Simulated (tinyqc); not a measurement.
# Vacuum evaporation: vapour pressure, source flux, thickness distribution, purity and step coverage, step by step

A worked calculation. Computed by tinyqc, a small Python program that keeps every step. Command: `OMP_NUM_THREADS=1 python tinyqc.py 3112025 3112026 out.jsonl evap walk`. One thread of a shared host (Intel(R) Xeon(R) Processor @ 2.30GHz), about 0.01 s of CPU time with the checks. Intermediate numbers are printed to about 5 digits and carried at full precision; extremes and crossings named in words are read from the listed rows.

Molecular flow, unit sticking of the metal, no re-evaporation. The background gas is taken as water vapour (18.015 g/mol, collision diameter 0.37 nm) at 300 K.

Inputs (values chosen for the exercise, modelled on gold, with constants for the liquid): molar mass M = 196.97 g/mol; film density rho = 19.3 g/cm^3; vapour-pressure constant A = 10.83; vapour-pressure constant B = 18100 K; source temperature T = 1780 K; source area = 0.36 cm^2; directionality n = 3; source-to-wafer distance h = 70 cm; wafer radius R = 10 cm; source offset from the axis s/h = 0.99; background pressure p = 0.002 Pa; sticking of background gas = 0.2; aspect ratio of a trench = 3.8.

Constants: u = 1.6605390666e-27 kg; k_B = 1.380649e-23 J/K; R = 8.314462618 J/(mol K).

## Vapour pressure and flux

log10(p_v/Pa) = A - B/T; flux from the surface Phi = p_v/sqrt(2 pi m k_B T), m = M u. Mass loss = Phi x area x m; heat of evaporation = ln(10) R B; d ln Phi/dT = ln(10) B/T^2 - 1/(2 T).

vapour pressure p_v = 4.5863 Pa

flux Phi = 2.0408e+18 1/(cm^2 s)

mass loss = 0.86506 g/h

heat of evaporation = 346.52 kJ/mol

change of flux per kelvin = 1.2873 %/K

Holding the rate to 1 % needs the temperature to about 0.78 K.

## Rate and uniformity on a fixed wafer above the source

A small source emits (n + 1) Phi area cos^n(phi)/(2 pi) per solid angle; on a parallel plane at height h and lateral distance l the arrival rate is (n + 1) Phi area/(2 pi h^2) x (1 + (l/h)^2)^(-(n + 3)/2). Growth rate = arrival rate x m/rho, m = M u. The wafer is fixed and centred above the source.

arrival rate at the centre = 9.5451e+13 1/(cm^2 s)

growth rate at the centre = 0.016176 nm/s

edge over centre = 0.941192

non-uniformity (max - min)/(max + min) = 3.0295 %

share of the material that lands on the wafer, 1 - (1 + (R/h)^2)^(-(n + 1)/2) = 3.96 %

## Offset source and rotation

Rotating wafer, source offset by s and facing upwards: thickness at radius r is the mean over the angle a of (1 + (r^2 + s^2 - 2 r s cos a)/h^2)^(-(n + 3)/2), by 360 equal steps; non-uniformity (max - min)/(max + min) over 21 radii from 0 to R.

centre thickness relative to an axial source = 0.12881

edge over centre, rotating = 1.0301

non-uniformity, rotating = 1.4834 %

## Choosing the offset

The curvature at the centre vanishes at s/h = sqrt(2/(n + 3)).

Against the offset:
```
s/h  centre thickness  edge over centre  non-uniformity (%)
0.0            1.0000            0.9412              3.0295
0.2            0.8890            0.9516              2.4784
0.4            0.6407            0.9762              1.2049
0.5            0.5120            0.9896              0.5234
0.6            0.3975            1.0019              0.0927
0.7            0.3023            1.0122              0.6070
0.8            0.2267            1.0204              1.0079
0.9            0.1686            1.0264              1.3007
1.1            0.0926            1.0330              1.6219
```

The best row, s/h = 0.6, has 0.093 % against 3.0 % on the axis, at the price of a rate lower by a factor 2.52; the small-wafer optimum is sqrt(2/(n + 3)) = 0.58.

## Scattering and purity

Mean free path lambda = k_B T_g/(sqrt2 pi d^2 p); unscattered share exp(-h/lambda); gas arrival p/sqrt(2 pi m_g k_B T_g); impurity ratio = sticking x gas arrival/metal arrival; monolayer time = 1e15 cm^-2/(sticking x gas arrival).

mean free path = 3.4049 m

unscattered share = 0.81417

gas arrival rate = 7.1680e+15 1/(cm^2 s)

impurity ratio = 15.019

monolayer time = 0.69755 s

Caution: more gas than metal sticks, so a compound rather than a metal film would grow.

## A trench at the wafer edge

Fixed wafer, axial point source, trench running tangentially at r = R: the beam arrives at tan(a) = R/h. Shadowed share of the floor = aspect ratio x tan(a) (at most 1); the wall facing the source grows at tan(a) times the field rate, the other wall not at all.

angle a = 8.1301 degrees

shadowed share of the floor = 0.54286

wall over field thickness = 0.14286

Checks made by the program: share on the wafer by quadrature (relative difference 2e-09).
